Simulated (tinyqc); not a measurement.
Classical nucleation, growth and JMAK kinetics of crystallisation from a melt or glass: one step, computed by the program tinyqc.

A spherical nucleus cap on a flat wall with a sharp interface of isotropic energy gamma; lambda = Omega^(1/3) is the jump distance.

Question. Critical nucleus. Driving force per volume: dG = H [(T_m - T)/T_m] [2 T/(T_m + T)]. Shape factor f = (2 + cos theta)(1 - cos theta)^2/4. W(r) = f [4 pi r^2 gamma - (4/3) pi r^3 dG]; r* = 2 gamma/dG; W* = f 16 pi gamma^3/(3 dG^2); n* = f (4/3) pi r*^3/Omega.

Inputs (values chosen for the exercise, for a model substance): melting point T_m = 1680 K; heat of melting per volume H = 2290 J/cm^3; interface energy gamma = 0.196 J/m^2; atomic volume Omega = 31.8 angstrom^3; temperature T = 1270 K; contact angle theta = 60 degrees.

Nucleation: on a flat wall. Driving force: Thompson-Spaepen.

Constants: e = 1.602176634e-19 C; k_B = 1.380649e-23 J/K.

Give: driving force dG; shape factor f; critical radius r*; barrier W*; atoms in the nucleus n*; W*/(k_B T).

Answer.

driving force dG = 481.2 J/cm^3

shape factor f = 0.15625

critical radius r* = 0.8146 nm

barrier W* = 0.5314 eV

atoms in the nucleus n* = 11.13

W*/(k_B T) = 4.855

The wall leaves r* unchanged and cuts the barrier to 15.6 % of the homogeneous value. W* equals n* Omega dG/2 = 0.531 eV. Caution: with under 20 atoms in the nucleus or a barrier under 10 k_B T the capillary model is only a guide.
